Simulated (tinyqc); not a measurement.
Pariser-Parr-Pople SCF with singles CI, for the molecule C=C1C=CC=CC=C1 (SMILES; centres numbered as the heavy atoms are written), step by step. One step of it, computed by the program tinyqc.

Problem. Iteration 1: Fock matrix. F_rr = H_rr + P_rr gamma_rr / 2 + sum_(s != r) P_ss gamma_rs; F_rs = H_rs - P_rs gamma_rs / 2; E = tr P (H + F) / 2 + core repulsion sum_(r<s) z_r z_s gamma_rs.

P at the start, order 1C, 2C, 3C, 4C, 5C, 6C, 7C, 8C:
$$\begin{pmatrix}
1.310592 & 0.756379 & -0.167157 & -0.306399 & 0.209500 & 0.209500 & -0.306399 & -0.167157 \\
0.756379 & 0.976279 & 0.449980 & 0.042344 & -0.096898 & -0.096898 & 0.042344 & 0.449980 \\
-0.167157 & 0.449980 & 0.942181 & 0.765300 & 0.061815 & -0.325870 & -0.105819 & 0.243598 \\
-0.306399 & 0.042344 & 0.765300 & 0.961652 & 0.536328 & 0.052894 & -0.124616 & -0.105819 \\
0.209500 & -0.096898 & 0.061815 & 0.536328 & 0.952731 & 0.737583 & 0.052894 & -0.325870 \\
0.209500 & -0.096898 & -0.325870 & 0.052894 & 0.737583 & 0.952731 & 0.536328 & 0.061815 \\
-0.306399 & 0.042344 & -0.105819 & -0.124616 & 0.052894 & 0.536328 & 0.961652 & 0.765300 \\
-0.167157 & 0.449980 & 0.243598 & -0.105819 & -0.325870 & 0.061815 & 0.765300 & 0.942181
\end{pmatrix}$$

core matrix H (eV), order 1C, 2C, 3C, 4C, 5C, 6C, 7C, 8C:
$$\begin{pmatrix}
-42.808567 & -2.140000 & 0.000000 & 0.000000 & 0.000000 & 0.000000 & 0.000000 & 0.000000 \\
-2.140000 & -52.444793 & -2.140000 & 0.000000 & 0.000000 & 0.000000 & 0.000000 & -2.140000 \\
0.000000 & -2.140000 & -50.226077 & -2.140000 & 0.000000 & 0.000000 & 0.000000 & 0.000000 \\
0.000000 & 0.000000 & -2.140000 & -48.546829 & -2.140000 & 0.000000 & 0.000000 & 0.000000 \\
0.000000 & 0.000000 & 0.000000 & -2.140000 & -47.957117 & -2.140000 & 0.000000 & 0.000000 \\
0.000000 & 0.000000 & 0.000000 & 0.000000 & -2.140000 & -47.957117 & -2.140000 & 0.000000 \\
0.000000 & 0.000000 & 0.000000 & 0.000000 & 0.000000 & -2.140000 & -48.546829 & -2.140000 \\
0.000000 & -2.140000 & 0.000000 & 0.000000 & 0.000000 & 0.000000 & -2.140000 & -50.226077
\end{pmatrix}$$

repulsion gamma_rs (eV), order 1C, 2C, 3C, 4C, 5C, 6C, 7C, 8C:
$$\begin{pmatrix}
11.130000 & 7.553862 & 5.331000 & 3.654533 & 3.061819 & 3.061819 & 3.654533 & 5.331000 \\
7.553862 & 11.130000 & 7.554085 & 5.078081 & 4.233299 & 4.233299 & 5.078081 & 7.554085 \\
5.331000 & 7.554085 & 11.130000 & 7.553271 & 5.079867 & 4.234084 & 4.233612 & 5.080158 \\
3.654533 & 5.078081 & 7.553271 & 11.130000 & 7.554938 & 5.079247 & 4.233148 & 4.233612 \\
3.061819 & 4.233299 & 5.079867 & 7.554938 & 11.130000 & 7.553862 & 5.079247 & 4.234084 \\
3.061819 & 4.233299 & 4.234084 & 5.079247 & 7.553862 & 11.130000 & 7.554938 & 5.079867 \\
3.654533 & 5.078081 & 4.233612 & 4.233148 & 5.079247 & 7.554938 & 11.130000 & 7.553271 \\
5.331000 & 7.554085 & 5.080158 & 4.233612 & 4.234084 & 5.079867 & 7.553271 & 11.130000
\end{pmatrix}$$

Centres (angstrom, eV; a flat drawing with bonds scaled to 1.40 angstrom):
```
centre          x          y  core charge z          W   gamma_rr
1C       2.637000   0.000000              1  11.160000  11.130000
2C       1.237000   0.000000              1  11.160000  11.130000
3C       0.629000   1.261000              1  11.160000  11.130000
4C      -0.736000   1.573000              1  11.160000  11.130000
5C      -1.830000   0.700000              1  11.160000  11.130000
6C      -1.830000  -0.700000              1  11.160000  11.130000
7C      -0.736000  -1.573000              1  11.160000  11.130000
8C       0.629000  -1.261000              1  11.160000  11.130000
```

Give: F; pi energy.

Solution.

F (eV), order 1C, 2C, 3C, 4C, 5C, 6C, 7C, 8C:
$$\begin{pmatrix}
-5.2320 & -4.9968 & 0.4456 & 0.5599 & -0.3207 & -0.3207 & 0.5599 & 0.4456 \\
-4.9968 & -5.0440 & -3.8396 & -0.1075 & 0.2051 & 0.2051 & -0.1075 & -3.8396 \\
0.4456 & -3.8396 & -5.6262 & -5.0303 & -0.1570 & 0.6899 & 0.2240 & -0.6188 \\
0.5599 & -0.1075 & -5.0303 & -6.2348 & -4.1660 & -0.1343 & 0.2638 & 0.2240 \\
-0.3207 & 0.2051 & -0.1570 & -4.1660 & -6.3876 & -4.9258 & -0.1343 & 0.6899 \\
-0.3207 & 0.2051 & 0.6899 & -0.1343 & -4.9258 & -6.3876 & -4.1660 & -0.1570 \\
0.5599 & -0.1075 & 0.2240 & 0.2638 & -0.1343 & -4.1660 & -6.2348 & -5.0303 \\
0.4456 & -3.8396 & -0.6188 & 0.2240 & 0.6899 & -0.1570 & -5.0303 & -5.6262
\end{pmatrix}$$

pi energy = -102.0259 eV
